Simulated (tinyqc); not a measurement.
# MOSFET in saturation, small-signal circuit and noise, step by step

Computed by the program tinyqc: `OMP_NUM_THREADS=1 python tinyqc.py 2150019 2150020 out.jsonl`, one thread of a shared Intel Xeon 2.30GHz, about 0.01 s for the whole run. Printed values are rounded.

Bias by the inversion coefficient IC = I/Ispec (charge-based model with velocity saturation; weak inversion below 0.1, strong above 10). Common-source circuit: gm, gds, Cgs, Cgd and Cj at the inner nodes, Rg in series with the gate; quasi-static, no source or drain resistance, no gate-body capacitance, no substrate network, no induced gate noise, so fmax is an upper estimate.

Parameters, values chosen for the exercise:

| symbol | value | unit | meaning |
|---|---|---|---|
| T | 273 | K | temperature |
| L | 130 | nm | gate length |
| W | 5 | um | total gate width |
| Cox | 1.39 | uF/cm^2 | gate capacitance |
| mu | 440 | cm^2/(V s) | mobility |
| n | 1.28 |  | slope factor |
| Ls | 15 | nm | velocity-saturation length |
| sg | 0.018 |  | ratio gds/gm |
| Cov | 0.38 | fF/um | overlap and fringe capacitance per side |
| Cj | 0.64 | fF/um | drain junction capacitance |
| Rsh | 15 | ohm | sheet resistance of the gate |
| Wf | 2 | um | finger width |
| Rc | 300 | ohm um | gate contact and vertical resistance |
| IC | 0.7 |  | inversion coefficient |
| gw | 0.12 |  | short-channel excess of the noise factor |
| Nt | 4.2e17 | cm^-3 eV^-1 | oxide trap density |
| lt | 0.1 | nm | tunnelling length into the oxide |
| ac | 1000 | V s/C | Coulomb scattering coefficient |
| f | 1 | GHz | signal frequency |

Constants: q = 1.602176634e-19 C, kB = 1.380649e-23 J/K, Vt = kB T/q. Results are converted to the units shown.

Range of the model: fmax exceeds 4 fT, where channel resistance and substrate losses, left out here, would cap it.

## Current, transconductance and gain

Ispec = 2 n mu Cox (W/L) Vt^2, lc = Ls/L, gms = [sqrt((lc IC + 1)^2 + 4 IC) - 1]/[2 + lc (lc IC + 1)], gm = gms Ispec/(n Vt), gds = sg gm.

Ispec = 33.3277 uA
I = 23.3294 uA
gms = 0.466888
gm = 0.516741 mS
gds = 0.00930133 mS
gm/I = 22.1498 1/V

gm/I is 66.7 % of its weak-inversion limit 1/(n Vt); without velocity saturation (lc = 0) gms would be 0.475.

## Capacitances, gate resistance and cut-off frequencies

qs = [sqrt(1 + 4 IC) - 1]/2, Cgs = Cox W L qs (2 qs + 3)/(3 (qs + 1)^2) + Cov W, Cgd = Cov W, Cd = Cj W, Rg = Rsh (Wf/L)/(12 Nf) + Rc/W with Nf = W/Wf fingers (not rounded) contacted at both ends. fT = gm/(2 pi (Cgs + Cgd)), fmax = fT/(2 sqrt(Rg (gds + 2 pi fT Cgd))).

Cgs = 4.49620 fF
Cgd = 1.9 fF
Cd = 3.2 fF
Rg = 67.6923 ohm
fT = 12.8579 GHz
fmax = 61.2412 GHz

Overlap and fringe make up 59.4 % of the gate capacitance; fmax is 4.76 times fT.

## Admittance matrix

Inner admittances at w = 2 pi f: y11 = i w (Cgs + Cgd), y12 = -i w Cgd, y21 = gm - i w Cgd, y22 = gds + i w (Cgd + Cd). Invert to Z, add Rg to Z11 and invert back to Y.

inner y (mS):
```
,1,2
1,0.000000+0.040189i,0.000000-0.011938i
2,0.516741-0.011938i,0.009301+0.032044i
```

Y with Rg (mS):
```
,1,2
1,0.000109+0.040188i,-0.000032-0.011938i
2,0.516704-0.013344i,0.009312+0.032462i
```

## Current gain and unilateral power gain

|h21| = |Y21/Y11|; U = |Y21 - Y12|^2/(4 [Re Y11 Re Y22 - Re Y12 Re Y21]). Extrapolated at 20 dB a decade: f |h21| and f sqrt(U).

|h21| = 12.8613
U = 3750.49
f |h21| = 12.8613 GHz
f sqrt(U) = 61.2412 GHz

f |h21| is 0.027 % above the formula for fT, and f sqrt(U) within 0.01 % of that for fmax.

## Noise at the gate

Channel noise Sid = 4 kB T gam n gm with gam = (1/2 + (2/3) qs)/(1 + qs) + gw lc IC, qs = [sqrt(1 + 4 IC) - 1]/2, lc = Ls/L (the last term an empirical rise with velocity saturation); at the gate, white noise Sw = Sid/gm^2 + 4 kB T Rg. Number fluctuation with correlated mobility: S(f) = K/f, K = q^2 Vt lt Nt/(W L Cox^2) (1 + ac mu Cox I/gm)^2, Vt in eV with Nt per eV. Corner fc = K/Sw. Full shot noise would be 2 q I.

gam = 0.563340
Sid = 5.61771e-24 A^2/Hz
Sid/(2 q I) = 0.751477
sqrt(Sw) = 4.69670 nV/Hz^0.5
K = 2.13266e-10 V^2
fc = 9.66795 MHz

The gate resistance gives 4.6 % of the white noise power.
